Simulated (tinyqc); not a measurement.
# Surface potential of a MOS transistor: implicit equation and explicit approximations: what changes with what

p-type body, charge-sheet picture, depletion and inversion only, full ionisation (an idealisation for deep acceptors), Boltzmann statistics (rough once Na exp(x - xn) passes about Nc/7). In units of Vt: xg = (Vg - Vfb)/Vt, x = psi/Vt, G = gamma/sqrt(Vt), xn = (2 phiF + Vc)/Vt. The implicit equation is (xg - x)^2 = G^2 [x - 1 + exp(x - xn)] for x above about 3. Cox = eps0 eox/tox.

Inputs (values chosen for the exercise); band and dielectric values close to those of silicon: temperature T = 400 K; band gap Eg = 1.13 eV; relative permittivity eps_r = 11.9; conduction-band density of states at T Nc = 4.39e19 cm^-3; valence-band density of states at T Nv = 4.14e19 cm^-3; relative permittivity of the gate insulator (close to silicon dioxide) eox = 3.9; insulator thickness tox = 5.6 nm; acceptor density Na = 1.1e18 cm^-3; flat-band voltage Vfb = -0.33 V; channel-body voltage Vc = 1 V; gate-body voltage Vg = 3.37 V.

Constants: q = 1.602176634e-19 C, kB = 1.380649e-23 J/K, Vt = kB T/q, eps0 = 8.8541878128e-14 F/cm where lengths are in cm. Results are converted to the units shown.

Each table varies one quantity; the others keep the values above.

## Accuracy of the approximations against gate voltage

ni = sqrt(Nc Nv) exp(-Eg/(2 Vt)), Eg in volts; phiF = Vt ln(Na/ni); gamma = sqrt(2 q eps0 eps_r Na)/Cox; VT = Vfb + Vt (xn + G sqrt(xn - 1)). Depletion value a = 1 + [sqrt(G^2/4 + xg - 1) - G/2]^2; inversion value b = xn + ln[(xg - xn)^2/G^2 - xn + 1] and first guess y = min(a, b) - ln(1 + exp(-|a - b|)) if a > xn + 1, else b = y = a; one second-order correction with D = exp(y - xn), p = 2 (xg - y) + G^2 (1 + D), w = (xg - y)^2 - G^2 (y - 1 + D): z = y + 2 w/(p + sqrt(p^2 - 2 (2 - G^2 D) w)), or the Newton step z = y + w/p where the root is not real. N_inv = (Cox Vt G/q) [sqrt(x - 1 + exp(x - xn)) - sqrt(x - 1)] at the root. Lambert form (Cox m Vt/q) W0[(G/(2 m sqrt(xn - 1))) exp((Vg - VT)/(m Vt))], m = 1 + G/(2 sqrt(xn - 1)). Errors under 1e-4 mV, and the linear form below VT, are printed as 0.

Accuracy of the approximations against gate voltage:
```
Vg (V)  psi (V)   x - xn  error of y (mV)  error of z (mV)  N_inv (cm^-2)  Cox (Vg - VT)/q (cm^-2)  Lambert form (cm^-2)
2.49      1.588   -8.406          2.19e-3                0        1.176e7                        0               9.806e6
2.69      1.732   -4.229            0.138                0        7.332e8                        0               6.877e8
2.89      1.871  -0.2097             7.44          -0.0121       3.908e10                  1.130e9              3.914e10
3.09      1.951    2.134             17.1           -0.796       3.858e11                 7.709e11              3.920e11
3.29      1.986    3.124             16.2           -0.842       9.774e11                 1.541e12              9.934e11
3.49      2.006    3.704             12.6           -0.363       1.643e12                 2.310e12              1.669e12
3.69      2.020    4.115             10.4           -0.194       2.339e12                 3.080e12              2.375e12
3.89      2.031    4.436             8.94           -0.119       3.051e12                 3.850e12              3.097e12
4.09      2.040    4.701             7.91          -0.0808       3.774e12                 4.620e12              3.828e12
```

What does the comparison show?

psi rises from 1.59 to 2.04 V and ends 4.7 Vt above 2 phiF + Vc. Among the rows the first guess is off by at most 17 mV (at Vg = 3.09 V) and the corrected value by at most 0.84 mV. In the last row the linear form is 22 % above N_inv and the Lambert form 1.4 % above it; in the first row the Lambert form is 17 % below it. For Vg = 3.09, 3.29, 3.49, 3.69, 3.89, 4.09 the electron quasi-Fermi level lies less than 2 Vt below the band edge at the surface, or above it, where degeneracy and confinement, left out, matter.

## Effect of the insulator thickness at fixed gate voltage

Same model as above.

Effect of the insulator thickness at fixed gate voltage:
```
tox (nm)  psi (V)  x - xn  error of y (mV)  error of z (mV)  N_inv (cm^-2)  Cox (Vg - VT)/q (cm^-2)  Lambert form (cm^-2)
1.9         2.098   6.400             9.94           -0.172       1.270e13                 1.551e13              1.305e13
2.6         2.075   5.719             9.73           -0.159       8.037e12                 9.940e12              8.224e12
3.5         2.050   5.000             10.1           -0.178       4.759e12                 6.056e12              4.855e12
4.8         2.017   4.042             12.0           -0.313       2.200e12                 3.017e12              2.238e12
6.6         1.955   2.240             17.3           -0.908       4.268e11                 7.860e11              4.331e11
9           1.669  -6.055           0.0310                0        1.203e8                        0               1.060e8
12          1.309  -16.50                0                0           3956                        0                  1691
```

What does the table show?

As tox goes from 1.9 to 12, psi falls from 2.10 to 1.31 V, x - xn falls from 6.40 to -16.5 and N_inv falls from 1.27e13 to 3960 cm^-2. The Lambert form lies between 0.428 and 1.03 times N_inv. For tox = 1.9, 2.6, 3.5, 4.8, 6.6 the electron quasi-Fermi level lies less than 2 Vt below the band edge at the surface, or above it, where degeneracy and confinement, left out, matter.

Computed by the program tinyqc: `OMP_NUM_THREADS=1 python tinyqc.py 2122122 2122123 out.jsonl`, one thread of a shared Intel Xeon 2.30GHz, about 0.01 s for the whole run.
